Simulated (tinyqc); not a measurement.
# Leakage through a gate insulator: direct, Fowler-Nordheim, trap-assisted and Poole-Frenkel currents, step by step

A worked calculation. Computed by tinyqc, a small Python program that keeps every step. Command: `OMP_NUM_THREADS=1 python tinyqc.py 3006607 3006608 out.jsonl oxideleak walk`. One thread of a shared host (Intel(R) Xeon(R) Processor @ 2.30GHz), about 0.01 s of CPU time with the checks. Intermediate numbers are printed to about 5 digits and carried at full precision; extremes and crossings named in words are read from the listed rows.

Electrons enter from the cathode Fermi level at x = 0; the conduction band of the insulator lies phi_b - e F x above it, F = V/t. WKB exponents use a parabolic band with mass m.

Inputs (values chosen for the exercise, with an insulator like HfO2):

| quantity | value | unit |
|---|---|---|
| thickness t | 1.7 | nm |
| barrier phi_b | 1.44 | eV |
| tunnelling mass m | 0.18 | m_0 |
| static constant eps_ox | 20.5 | - |
| optical constant eps_opt | 4.35 | - |
| voltage across the insulator V | 0.44 | V |
| trap depth phi_t | 1 | eV |
| trap density N_t | 1.8e+18 | cm^-3 |
| attempt rate nu_0 | 2e+12 | 1/s |
| activation of capture E_a | 0.31 | eV |
| temperature T | 400 | K |

Constants: hbar^2/(2 m_0) = 3.80998212 eV angstrom^2; e = 1.602176634e-19 C; hbar = 1.054571817e-34 J s; k_B = 8.617333262e-05 eV/K; eps_0 = 8.8541878128e-12 F/m.

## Field and tunnelling without traps

For a level a distance phi(x) below the band, the WKB exponent is 2 int kappa dx with kappa = sqrt(m phi/(hbar^2/2m_0)); for a linear barrier from phi_1 down to phi_2 = max(phi_1 - e F d, 0) it is G = (4/3) sqrt(m/(hbar^2/2m_0)) (phi_1^(3/2) - phi_2^(3/2))/(e F). J_tun = e^3 F^2/(16 pi^2 hbar m phi_b) x exp(-G) / [1 - sqrt(phi_2/phi_b)]^2 with the free-electron mass in the cathode (m in m_0), phi_2 = max(phi_b - e V, 0): direct tunnelling for e V < phi_b, Fowler-Nordheim above. Image forces, back-flow and the limit on supply are left out, so J_tun is overstated below about 0.5 V. Equivalent oxide thickness = 3.9 t/eps_ox.

field F = 2.5882 MV/cm

equivalent oxide thickness = 0.32341 nm

WKB exponent G = 8.1516

tunnelling current J_tun = 4.1345e+05 A/cm^2

The barrier is a trapezoid: direct tunnelling. Caution: at so low a voltage the back-flow from the anode and the carrier supply, left out of this formula, matter.

## One trap at several depths

A trap at depth x lies phi_t below the band. Capture: tunnel at the cathode Fermi level from 0 to x (G_in from phi_1 = phi_b), rate nu_0 exp(-G_in - E_c/k_B T) with E_c = E_a + max(phi_b - phi_t - e F x, 0), the last term being the height of the trap above the cathode Fermi level. Emission: tunnel from the trap level to the anode (G_out from phi_1 = phi_t over t - x), rate nu_0 exp(-G_out - E_a/k_B T). Re-emission to the cathode follows from detailed balance, rate_back = rate_in exp(dE/k_B T) with dE = phi_b - phi_t - e F x. Each trap passes R = rate_in rate_out/(rate_in + rate_back + rate_out) electrons per second; filling from the anode is left out. Depths: t times 0.08, 0.2, 0.32, 0.44, 0.56, 0.68, 0.8 and 0.92, rounded to 0.01 nm.

Rates:

| x (nm) | G_in | G_out | E_c (eV) | rate in (1/s) | rate back (1/s) | rate out (1/s) | R (1/s) |
|---|---|---|---|---|---|---|---|
| 0.14 | 0.7257 | 6.0421 | 0.71376 | 984 | 1.2024e+08 | 5.9040e+05 | 4.8062e+00 |
| 0.34 | 1.7463 | 5.3564 | 0.66200 | 1592 | 4.3332e+07 | 1.1720e+06 | 4.1911e+01 |
| 0.54 | 2.7475 | 4.6427 | 0.61024 | 2625 | 1.5922e+07 | 2.3927e+06 | 3.4295e+02 |
| 0.75 | 3.7775 | 3.8644 | 0.55588 | 4536 | 5.6842e+06 | 5.2107e+06 | 2.1686e+03 |
| 0.95 | 4.7378 | 3.0966 | 0.50412 | 7796 | 2.1758e+06 | 1.1230e+07 | 6.5264e+03 |
| 1.16 | 5.7239 | 2.2634 | 0.44976 | 14073 | 8.1160e+05 | 2.5835e+07 | 1.3637e+04 |
| 1.36 | 6.6415 | 1.4450 | 0.39800 | 25240 | 3.2422e+05 | 5.8565e+07 | 2.5090e+04 |
| 1.56 | 7.5375 | 0.6031 | 0.34624 | 46256 | 1.3235e+05 | 1.3592e+08 | 4.6195e+04 |

The most effective of these traps sits at 1.56 nm, 92 % of the way; where rate back exceeds rate out, re-emission drains the trap, and elsewhere the slower forward step limits R; here capture limits, and the best depth is where the trap level drops to the cathode Fermi level.

## Trap-assisted current

J_TAT = e N_t int_0^t R dx by the midpoint rule on 400 intervals; the most effective depth is the midpoint with the largest R, rounded to 0.01 nm.

trap-assisted current J_TAT = 6.3219e-04 A/cm^2

most effective depth = 1.7 nm

## Poole-Frenkel bound

Poole-Frenkel emission over the lowered barrier of a charged trap: lowering sqrt(e F/(pi eps_opt eps_0)); J_PF = e N_t^(2/3) nu_0 exp(-(phi_t - lowering)/k_B T), one sheet of traps emitting with supply unlimited (an upper bound).

barrier lowering = 0.58541 eV

Poole-Frenkel bound J_PF = 2.8338 A/cm^2

Caution: the film is too thin for the Poole-Frenkel picture (the lowering is a large part of the whole drop, or the traps are further apart than the film is thick), so J_PF is only nominal.

## Total without and with traps

J = J_tun + J_TAT (the Poole-Frenkel bound is not added); the ratio J/J_tun is the excess that stress-made traps add.

total current J = 4.1345e+05 A/cm^2

J/J_tun = 1.0000

## Against voltage

The formulas are those given above.

Currents:

| V (V) | F (MV/cm) | J_tun (A/cm^2) | J_TAT (A/cm^2) | best depth (nm) |
|---|---|---|---|---|
| 0.20 | 1.176 | 3.0613e+05 | 2.8529e-06 | 0.94 |
| 0.41 | 2.412 | 3.9796e+05 | 2.9620e-04 | 1.70 |
| 0.62 | 3.647 | 5.2190e+05 | 7.5499e-03 | 1.21 |
| 0.83 | 4.882 | 6.9037e+05 | 2.4695e-02 | 0.92 |
| 1.04 | 6.118 | 9.1866e+05 | 4.4559e-02 | 0.81 |
| 1.25 | 7.353 | 1.2110e+06 | 6.6189e-02 | 0.72 |
| 1.45 | 8.529 | 1.2196e+06 | 9.1841e-02 | 0.63 |
| 1.66 | 9.765 | 3.3596e+06 | 1.3125e-01 | 0.53 |
| 1.87 | 11.000 | 7.5837e+06 | 1.8347e-01 | 0.48 |

Tunnelling without traps rules in every row. Over the range J_tun grows by 1.4 decades and J_TAT by 4.8. The highest rows may lie beyond breakdown. Below about 0.5 V the formula for J_tun, which has no back-flow, overstates the current.

## Against thickness at fixed field

The formulas are those given above.

Currents:

| t (nm) | V (V) | J_tun (A/cm^2) | J_TAT (A/cm^2) |
|---|---|---|---|
| 1.2 | 0.3106 | 8.2653e+06 | 0.0001329 |
| 1.6 | 0.4141 | 7.3139e+05 | 0.0004619 |
| 2.2 | 0.5694 | 2.8372e+04 | 0.0010081 |
| 3.0 | 0.7765 | 6.4873e+02 | 0.0008803 |
| 4.0 | 1.0353 | 1.2743e+01 | 0.0004216 |
| 5.5 | 1.4235 | 2.0219e-01 | 0.0000985 |
| 7.5 | 1.9412 | 1.5748e-01 | 0.0000766 |
| 10.0 | 2.5882 | 1.5748e-01 | 0.0000767 |

Between the first rows J_tun falls by 2.63 decades per nm. From t = phi_b/(e F) = 5.56 nm it stops changing, since a triangular barrier does not feel the thickness. J_TAT stays below J_tun at all these thicknesses. Below about 0.5 V the formula for J_tun, which has no back-flow, overstates the current.

Checks made by the program: the WKB exponent by quadrature (relative difference below 1e-10); the integral with twice the points (relative difference 6e-06).
